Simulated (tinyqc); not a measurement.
What each value does: bond-orbital model of a tetrahedral semiconductor (Harrison's universal couplings).

Hybrid level eh = (es + 3 ep)/4; metallic energy V1 = (ep - es)/4 for each atom; covalent energy V2 = 3.22 hbar^2/(m d^2); polar energy V3 = (ehc - eha)/2; hbar^2/m = 2c, c = hbar^2/2m0. Polarity ap = V3/sqrt(V2^2 + V3^2), covalency ac = V2/sqrt(V2^2 + V3^2). p-p coupling at Gamma Exx = (4/3)(2.22 - 2 x 0.63) hbar^2/(m d^2) = 1.28 hbar^2/(m d^2), s-s coupling Ess = 4 x 1.32 hbar^2/(m d^2).

Constants: hbar^2/2m0 = 3.80998211 eV angstrom^2.

Inputs chosen for the exercise (near tabulated values for Si; the model gives trends, and its gaps can be far from the real ones; not measured data):
- esc = -14.6 eV (s level, cation)
- epc = -7.52 eV (p level, cation)
- esa = -14.6 eV (s level, anion)
- epa = -7.52 eV (p level, anion)
- d = 2.34 angstrom (bond length)

The bond-antibond splitting is 2 sqrt(V2^2 + V3^2). E0 is the upper root of [[esa, 5.28 u], [5.28 u, esc]] less the lower root of [[epa, 1.28 u], [1.28 u, epc]], u = hbar^2/(m d^2).

One parameter was then changed.

Results before and after:
```
case,ap,bond-antibond splitting (eV),Ev (eV),E0 (eV)
base,0.0000,8.962,-9.301,2.049
changed,-0.0139,8.963,-9.301,2.303
```

Which of these changes was made? (a) esc = -14.1 eV; (b) epa = -7.02 eV; (c) epc = -7.02 eV; (d) esa = -14.1 eV; (e) d = 2.39 angstrom.

Answer: (d) esa = -14.1 eV. Of the candidates, run in turn, only this one gives the changed row.

All candidates:
```
case,ap,bond-antibond splitting (eV),Ev (eV),E0 (eV)
base,0.0000,8.962,-9.301,2.049
esc = -14.1 eV,0.0139,8.963,-9.301,2.303
epc = -7.02 eV,0.0418,8.970,-9.069,1.816
esa = -14.1 eV,-0.0139,8.963,-9.301,2.303
epa = -7.02 eV,-0.0418,8.970,-9.069,1.816
d = 2.39 angstrom,0.0000,8.591,-9.228,1.671
```

Run: tinyqc, `OMP_NUM_THREADS=1 python tinyqc.py 1482707 1482708 out.jsonl`; Intel(R) Xeon(R) Processor @ 2.30GHz, one thread, shared host; about 0.01 s of CPU time with all checks.
